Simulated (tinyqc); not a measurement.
## Choice of the length

One arm driven from 0 to V: phase 2 pi dneff L/lam; biased at quadrature the output swings between [1 -+ sin(phase/2)]/2; extinction ratio in dB; insertion loss = loss x L. The modulation amplitude is sin(phase/2) 10^(-insertion loss/10), as a share of the input power.

Values chosen for this exercise: wavelength lam = 1550 nm.

dneff = 0.0001045
loss = 6.56 dB/cm

Result of one run:
```
L (mm)  phase (pi)  extinction (dB)  insertion loss (dB)  amplitude
0.45       0.06068           0.8291               0.2952    0.08891
```

What becomes of these results when the length of the phase shifter L is changed from 0.45 to 1.5 mm, all else the same?

Result of the changed run:
```
L (mm)  phase (pi)  extinction (dB)  insertion loss (dB)  amplitude
1.5         0.2023            2.807               0.9840     0.2491
```

The whole series:
```
L (mm)  phase (pi)  extinction (dB)  insertion loss (dB)  amplitude
0.3        0.04045           0.5523               0.1968    0.06069
0.45       0.06068           0.8291               0.2952    0.08891
0.66       0.08899            1.218               0.4330     0.1261
0.98        0.1321            1.816               0.6429     0.1777
1.5         0.2023            2.807               0.9840     0.2491
2.2         0.2966            4.202                1.443     0.3223
3.2         0.4315            6.398                2.099     0.3867
4.7         0.6337            10.58                3.083     0.4125
7           0.9439            27.11                4.592     0.3460
```

The amplitude goes from 0.0607 through a maximum of 0.413 (at L = 4.7 mm among the rows listed) to 0.346, while the extinction ratio rises from 0.552 to 27.1 dB. The phase grows linearly with length while the transmitted power falls exponentially, hence the maximum. Beyond a few millimetres electrode loss and velocity mismatch, left out here, limit the speed.

Program tinyqc, `OMP_NUM_THREADS=1 python tinyqc.py 2650012 2650013 out.jsonl`; Intel Xeon 2.30GHz, shared host, one thread, about 0.01 s.
